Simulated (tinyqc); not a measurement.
What moves the results: configuration-coordinate model of carrier capture at a defect. A value that a table varies takes the place of the one given here.

Two parabolas of equal curvature k in one coordinate Q: with the carrier free at the band edge, U_f = k Q^2/2; with the carrier trapped, U_t = k (Q - dQ)^2/2 - ET. ER = k dQ^2/2, Huang-Rhys factor S = ER/hw, hw = 0.0646541 sqrt(k/M) eV for k in eV/angstrom^2 and M in u. The curves cross at a height Eb = (ER - ET)^2/(4 ER) above the free minimum.

Multiphonon factor for giving p = ET/hw phonons to the lattice: W = exp(-S (2 nb + 1)) ((nb + 1)/nb)^(p/2) I_p(x), nb = 1/(exp(hw/kT) - 1), x = 2 S sqrt(nb (nb + 1)), I_p the modified Bessel function. Classical limit: W = hw exp(-Eb/kT)/sqrt(4 pi ER kT). At T = 0: exp(-S) S^p/Gamma(p + 1).

Constants: kB = 8.617333262e-05 eV/K.

Values chosen for the exercise (of the size met at a DX centre in AlGaAs; the results hold for these values, not for the real material): ET = 0.07 eV (thermal depth of the level below the band edge); ER = 0.9 eV (relaxation energy); hw = 0.01 eV (phonon energy of the mode); T = 250 K (temperature).

## Capture against temperature

The local activation energy is -d ln W/d(1/kT), by central differences with T changed by 1 %.

Against T:
```
T (K)  kT/hw  log10 W  log10 W, classical  activation energy (eV)
40     0.345  -21.294             -25.406                  0.1038
60     0.517  -16.096             -17.457                  0.1433
80     0.689  -12.900             -13.501                  0.1605
120    1.034   -9.385              -9.571                  0.1733
160    1.379   -7.543              -7.624                  0.1770
220    1.896   -6.017              -6.049                  0.1778
300    2.585   -4.935              -4.948                  0.1762
400    3.447   -4.201              -4.206                  0.1728
550    4.740   -3.616              -3.618                  0.1670
```

log10 W at T = 0 = -29.109
Eb = 0.1914 eV

What can be read from the table?

At 40 K log10 W is -21.29, against -29.11 at T = 0 and -25.4 classically; at 550 K the two forms differ by 0.00. The activation energy read from an Arrhenius plot goes from 0.104 eV at 40 K to 0.167 at 550 K, with its largest value 0.178 at 220 K, against Eb = 0.191 eV; the classical form itself gives Eb - kT/2. A measured slope therefore understates the barrier.

## Capture against depth of the level

ET is varied at fixed ER, hw and T, as by moving the band edge with alloying or pressure.

Against ET:
```
ET/ER  ET (eV)  Eb (eV)  log10 W  log10 W, classical
0.10     0.090   0.1822   -5.346              -5.367
0.25     0.225   0.1266   -4.225              -4.245
0.50     0.450   0.0563   -2.815              -2.827
0.75     0.675   0.0141   -1.974              -1.977
1.00     0.900   0.0000   -1.697              -1.693
1.25     1.125   0.0141   -1.977              -1.977
1.50     1.350   0.0563   -2.807              -2.827
2.00     1.800   0.2250   -6.077              -6.229
3.00     2.700   0.9000  -18.738             -19.837
```

What does this show?

Capture is fastest at ET/ER = 1 among these rows, where the barrier vanishes or nearly so. The classical form is symmetric about ET = ER; the quantum one gives -2.82 at 0.5 and -2.81 at 1.5, against -2.83 for both. At ET = 3 ER it lies 1.1 decades above the classical value: deep levels capture by emitting many phonons, and the rate falls with depth by 14.1 decades per eV between the last two rows. Rows deeper than the gap of the host are formal.

## What each parameter does

Eb, log10 W and the full width 2.35482 sqrt(ER hw coth(hw/2kT)). Each row changes one parameter from the base and keeps the others.

Results:
```
case           Eb (eV)  log10 W  full width (eV)
base            0.1914   -5.529           0.4678
ET = 0.11 eV    0.1734   -5.167           0.4678
ER = 0.95 eV    0.2038   -5.790           0.4807
hw = 0.012 eV   0.1914   -5.440           0.4696
T = 280 K       0.1914   -5.146           0.4942
```

How do the results move?

The largest shifts from the base row, up to three for each result and ties (the steps differ in size, so this ranks the rows, not the parameters). Eb (eV): ET -0.0180, ER +0.0124; unchanged at the printed digits by hw and T. log10 W: T +0.383, ET +0.362, ER -0.261. full width (eV): T +0.0264, ER +0.0128, hw +0.0018; unchanged at the printed digits by ET.

(tinyqc, `OMP_NUM_THREADS=1 python tinyqc.py 1451313 1451314 out.jsonl`, Intel(R) Xeon(R) Processor @ 2.30GHz, 1 thread, shared host, about 0.01 s.)
